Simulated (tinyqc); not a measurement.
Concentration-dependent dopant diffusion with charged defects and the built-in field: one step, computed by the program tinyqc. Command: `OMP_NUM_THREADS=1 python tinyqc.py 3028903 3028904 out.jsonl extrinsic walk`. One thread of a shared host (Intel(R) Xeon(R) Processor @ 2.30GHz), about 0.06 s of CPU time with the checks.

A constant source C_s feeds a half space. The dopant moves through neutral point defects and through charged ones, whose number grows with the majority carrier density n.

Question. Intrinsic density and partial diffusivities. n_i = 3.87e16 T^1.5 exp(-7014/T) per cm^3 (T in kelvin, an empirical form); each D = prefactor x exp(-E/(k_B T)); the intrinsic diffusivity D_i is their sum. Temperatures in kelvin are T(C) + 273.15.

Inputs (values chosen for the exercise, modelled on arsenic in silicon): neutral prefactor D0x = 0.0124 cm^2/s; neutral activation energy E0 = 3.45 eV; singly charged prefactor D01 = 32 cm^2/s; activation energy E1 = 4.14 eV; temperature T = 1150 C.

Field enhancement: off.

Constants: k_B = 8.617333262e-05 eV/K.

Give: n_i; partial diffusivities; intrinsic diffusivity D_i.

Answer.

n_i = 1.504e+19 1/cm^3

partial diffusivities (cm^2/s): Dx 7.516e-15, D1 6.986e-14

intrinsic diffusivity D_i = 7.738e-14 cm^2/s
